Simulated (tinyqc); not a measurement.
Inside a calculation. Method: one-electron ion in a basis of Gaussians. One step of it, computed by the program tinyqc.

Problem. Matrices over normalised Gaussians. With p = a_i + a_j and I(k) = Gamma((k+1)/2) / (2 p^((k+1)/2)): S = I(2l+2), T = (2l+3) a_i a_j S / p, V = -Z I(2l+1), each divided by sqrt(S_ii S_jj).

exponents of r^l exp(-a r^2) (1/bohr^2): 4.793000  18.950000  74.910000  296.100000  1171.000000  4628.000000

Z = 6

l = 0

Give: S; T; V.

Solution.

S, lower triangle:
```
        1       2       3       4       5       6
1  1.0000
2  0.7193  1.0000
3  0.3279  0.7193  1.0000
4  0.1253  0.3279  0.7194  1.0000
5  0.0455  0.1253  0.3278  0.7192  1.0000
6  0.0163  0.0455  0.1253  0.3279  0.7194  1.0000
```

T (hartree), lower triangle:
```
        1        2         3         4          5          6
1  7.1895
2  8.2548  28.4250
3  4.4309  32.6382  112.3650
4  1.7730  17.5207  129.0221  444.1500
5  0.6514   7.0087   69.2419  509.9279  1756.5000
6  0.2342   2.5763   27.7097  273.7188  2016.9559  6942.0000
```

V (hartree), lower triangle:
```
          1         2         3          4          5          6
1  -20.9616
2  -23.7289  -41.6798
3  -19.8170  -47.1827  -82.8688
4  -14.7155  -39.4056  -93.8100  -164.7557
5  -10.5607  -29.2582  -78.3406  -186.5040  -327.6421
6   -7.5129  -21.0008  -58.1747  -155.7572  -370.9035  -651.3553
```
